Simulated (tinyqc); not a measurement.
Random telegraph noise from one oxide trap in a small MOSFET: one step of the calculation.

An acceptor-like trap exchanges electrons with the channel. Inversion charge Q = Cox u, u = n Vt W0(exp((Vg - VT)/(n Vt))), W0 the Lambert function, n = nf, Cox = eps0 eox/tox; linear regime Id = (W/L) mu Q Vd. Relative to threshold the surface potential rises by Vt ln(u/u0) and the oxide voltage by the rest of Vg - VT, with u0 = n Vt W0(1).

Task. Lorentzian spectrum. Spectrum S(f) = 4 dI^2/{(tc + te)[(1/tc + 1/te)^2 + (2 pi f)^2]}; corner fc = (1/tc + 1/te)/(2 pi); variance dI^2 tc te/(tc + te)^2. Give S at f = 0, at fc and at 10 fc.

tc = 5.2668543e-4 s
te = 2.7386991e-4 s
dI = 29.178380 nA

Wanted: fc; S(0); S(fc); S(10 fc); rms current.

Result.

fc = 883.3 Hz
S(0) = 1.381e-19 A^2/Hz
S(fc) = 6.905e-20 A^2/Hz
S(10 fc) = 1.367e-21 A^2/Hz
rms current = 13.84 nA

The rms value is 0.474 of the step; it reaches its largest share, 1/2, when tc = te.

Range of the model: VT is taken as given; short-channel effects and the uneven flow of current among few electrons are left out.

Numbers from tinyqc (`OMP_NUM_THREADS=1 python tinyqc.py 2710003 2710004 out.jsonl`; about 0.01 s on one thread of a shared Intel Xeon 2.30GHz).
